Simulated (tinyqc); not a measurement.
Composition of the buffer: band edges of strained Si(1-x)Ge(x) on relaxed Si(1-y)Ge(y).

Values are linear in the Ge fraction but for ED(x) = linear - CD x (1 - x) and a(x) = linear - Ca x (1 - x). Energies are on the common scale of Ev.

Coherent growth on a (110) face: e_par = (a(y) - a(x))/a(x), e_perp = -(C11 + 3 C12 - 2 C44)/(C11 + C12 + 2 C44) e_par; exx = eyy = (e_par + e_perp)/2, ezz = e_par, exy = (e_perp - e_par)/2, eyz = ezx = 0.

A valley with unit axis u lies at Ev + gap + (av + a_valley) tr(e) + Xu (u.e.u - tr(e)/3); the Delta axes are x, y, z and the L axes [111], [1-1-1], [-11-1], [-1-11]. The second-order shift of the Delta valleys under shear is left out; it lowers the pair normal to the sheared plane by tens of meV at a shear of 1 %.

Valence edges: Ev plus the levels of the 6 x 6 matrix of X, Y, Z times spin with -Dso/3 + l exx + m (eyy + ezz) on the diagonal (cyclic), n exy off it, l = av + 2 b, m = av - b, n = sqrt(3) d. Spin-orbit term (Dso/3) L.sigma on X, Y, Z with (L_k)_ij = -i epsilon_kij: <X+|H|Y+> = -i Dso/3, <X+|H|Z-> = Dso/3, <Y+|H|Z-> = -i Dso/3, <Z+|H|X-> = -Dso/3, <Z+|H|Y-> = i Dso/3, <X-|H|Y-> = i Dso/3, and their conjugates; + and - are the spin along z.

Values chosen for the exercise (end members near Si and Ge, in this order; not measured data):
- a = (5.434, 5.66) angstrom (lattice constant)
- Dso = (0.044, 0.286) eV (spin-orbit splitting)
- av = (2.5, 1.22) eV (valence hydrostatic potential)
- b = (-2.11, -2.52) eV (tetragonal shear potential)
- d = (-4.82, -5.35) eV (trigonal shear potential)
- C11 = (168.2, 129.4) GPa
- C12 = (64.5, 47.7) GPa
- C44 = (79, 65.8) GPa
- Ev = (0, 0.63) eV (top of the unstrained valence band)
- ED = (1.158, 0.931) eV (gap to the Delta valleys)
- EL = (1.994, 0.739) eV (gap to the L valleys)
- aD = (1.68, 1.25) eV (hydrostatic potential of the Delta gap)
- aL = (-2.94, -2.95) eV (hydrostatic potential of the L gap)
- XuD = (9.45, 9.71) eV (uniaxial potential, Delta)
- XuL = (16.33, 14.58) eV (uniaxial potential, L)
- CD = 0.199 eV (bowing of the Delta gap)
- Ca = 0 angstrom (bowing of the lattice constant)
- face = 110 (growth face)
- x = 0.22 (Ge fraction of the layer)

The layer is kept. dEc = Ec(buffer) - Ec(layer), dEv = Ev(layer) - Ev(buffer); buffer edges Ev(y) and Ev(y) + min(ED, EL). The digit behind Delta or L counts whole valleys.

Results:
```
y     e_par (%)  lowest valleys  gap (eV)  next valleys above (meV)  valence splitting (meV)  dEc (eV)  dEv (eV)
0.00      -0.91          Delta2     0.971                        65                       45     0.040     0.146
0.11      -0.45          Delta2     1.023                        33                       29     0.018     0.073
0.33       0.45          Delta4     1.050                        33                       42     0.020    -0.030
0.44       0.91          Delta4     1.019                        65                       91     0.044    -0.054
0.66       1.81          Delta4     0.951                       130                      194     0.107    -0.094
0.77       2.27          Delta4     0.915                       163                      247     0.146    -0.113
```

Give the missing row, y = 0.55.

Computed row:
```
y     e_par (%)  lowest valleys  gap (eV)  next valleys above (meV)  valence splitting (meV)  dEc (eV)  dEv (eV)
0.55       1.36          Delta4     0.985                        98                      142     0.073    -0.075
```

The gap is 0.971 eV in the first row and 0.915 eV in the last, with its largest listed value, 1.050 eV, at y = 0.33: it peaks near the match y = x, since strain of either sign narrows it. The lowest valleys change: Delta2 to Delta4 between y = 0.11 and 0.33. Per 0.1 of y the valence offset moves by -34 meV on average; the conduction offset lies between +18 and +146 meV, not monotonically. Both carriers sit on one side for y = 0.00 and 0.11, and on opposite sides elsewhere. Offsets below about 30 meV are within the spread of parameter sets, so those rows do not settle the type. Strains above 2 % can be kept only in layers of a few nanometres.

Computed by tinyqc, a small Python program: `OMP_NUM_THREADS=1 python tinyqc.py 1081401 1081402 out.jsonl` (the numbers bound the seed that draws the inputs); one thread of a shared host (Intel(R) Xeon(R) Processor @ 2.30GHz), about 0.02 s for the whole set of steps.
